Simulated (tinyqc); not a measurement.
Recursion (Haydock) method for the local density of states: impurity site of a cubic lattice: one step. The coefficients. Two cases, with inputs chosen for the exercise.

Question. Carry the recursion for n levels; the lattice is large enough that no wall is met.

One orbital a site at energy 0, hopping -t to the 6 nearest neighbours of a cubic lattice; the start u0 is a site in the bulk, with energy V. Recursion: a_n = <u_n|H|u_n>, b_(n+1) u_(n+1) = (H - a_n) u_n - b_n u_(n-1), b > 0. G(z) = 1/(z - a0 - b1^2/(z - a1 - b2^2/(...))), z = E + i eta. After n levels the tail is b_n^2 T with the square-root terminator T = (z - sqrt(z - 2b) sqrt(z + 2b))/(2 b^2), b = 3t so that the band edges lie at -/+ 6t.

Case 1.

Values chosen:
- t = 1.44 eV (hopping)
- V = 1.9 eV (shift of the starting site)
- n = 4 (levels kept)

Case 2.

Values chosen:
- t = 0.62 eV (hopping)
- V = -0.5 eV (shift of the starting site)
- n = 4 (levels kept)

Give: Coefficients.

Answer.

Case 1.

Coefficients:
```
n  a_n (eV)  b_(n+1) (eV)  b_(n+1)^2/t^2
0    1.9000       3.52727         6.0000
1    0.0000       4.32000         9.0000
2    0.0000       4.42538         9.4444
3    0.0000       4.21198         8.5556
```

b1^2/t^2 = 6 counts the neighbours of the start. Only a0 = V differs from zero: u_n lies on one sublattice and is orthogonal to the start. The b_n tend to a quarter of the band width, 4.320 eV.

Case 2.

Coefficients:
```
n  a_n (eV)  b_(n+1) (eV)  b_(n+1)^2/t^2
0   -0.5000       1.51868         6.0000
1    0.0000       1.86000         9.0000
2    0.0000       1.90537         9.4444
3    0.0000       1.81349         8.5556
```

b1^2/t^2 = 6 counts the neighbours of the start. Only a0 = V differs from zero: u_n lies on one sublattice and is orthogonal to the start. The b_n tend to a quarter of the band width, 1.860 eV.

Computed by tinyqc, one run a case: `OMP_NUM_THREADS=1 python tinyqc.py N N+1 out.jsonl` with N = 1451342, 1452748; one thread of a shared Intel(R) Xeon(R) Processor @ 2.30GHz, about 0.2 s a run at most.
